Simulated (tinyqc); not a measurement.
# Quantum point contact as a saddle point: two studies

Potential V0 - m wx^2 x^2/2 + m wy^2 y^2/2; energies are counted from V0. Mode n = 0, 1, ... transmits T_n(E) = 1/(1 + exp(-2 pi (E - E_n)/wx)), E_n = wy (n + 1/2); each mode carries 2 q^2/h.

Inputs (values chosen for the exercise): temperature T = 1 K; transverse quantum hbar wy wy = 4.7 meV; curvature of the barrier hbar wx wx = 4.8 meV.

Constants: q = 1.602176634e-19 C, kB = 1.380649e-23 J/K, Vt = kB T/q. Results are converted to the units shown.

Each table varies one quantity; the others keep the values above.

## Plateau quality against the barrier curvature

g(T) = int g(E) (-df/dE) dE = int g(mu + x kB T) dx/(4 cosh^2(x/2)), g(E) the zero-temperature value at E, g = G/(2 q^2/h).

Plateau quality against the barrier curvature:
```
wx (meV)  slope wy dg/dmu at mu = wy  slope at mu = 1.5 wy  g at mu = wy
0.7                         2.160e-7                 7.888         1.000
1.68                        0.006392                 4.084         1.000
2.65                         0.09002                 2.698         1.000
3.63                          0.2783                 2.003         1.000
4.6                           0.4877                 1.609         1.000
5.57                          0.6613                 1.369         1.000
6.55                          0.7846                 1.220         1.001
7.52                          0.8614                 1.129         1.003
```

The slope on the first plateau rises from 2.16e-7 to 0.861 and the slope on the second riser falls from 7.89 to 1.13; a slope of 1 everywhere means no steps at all. The plateau slope passes 0.5 at wx = 5.57 meV among the rows.

## Conductance steps

Same model as above.

Conductance steps:
```
mu (meV)  g at T = 0     g(T)  dg/dmu (1/meV)
0            0.04420  0.04501         0.05618
1.01          0.1479   0.1498          0.1659
2.01          0.3919   0.3930          0.3107
3.02          0.7113   0.7097          0.2770
4.03          0.9190   0.9179          0.1434
5.04           1.039    1.039          0.1204
6.04           1.203    1.205          0.2287
7.05           1.500    1.500          0.3296
8.06           1.797    1.795          0.2288
9.06           1.961    1.961          0.1205
10.07          2.081    2.082          0.1438
11.08          2.290    2.291          0.2782
12.09          2.611    2.610          0.3151
13.09          2.864    2.863          0.1820
14.1           3.000    3.000          0.1124
```

Read the table: what changes, and by how much?

g rises from 0.0450 to 3.00. The slope is smallest, 0.112 per meV, at mu = 14.1 meV (g = 3.00) and largest, 0.330, at 7.05 meV among the rows after the first. A riser is wx/(2 pi) = 0.764 meV wide by tunnelling and kB T = 0.0862 meV by heat, against the spacing wy = 4.7 meV.

Numbers from tinyqc (`OMP_NUM_THREADS=1 python tinyqc.py 2740111 2740112 out.jsonl`; about 0.05 s on one thread of a shared Intel Xeon 2.30GHz).
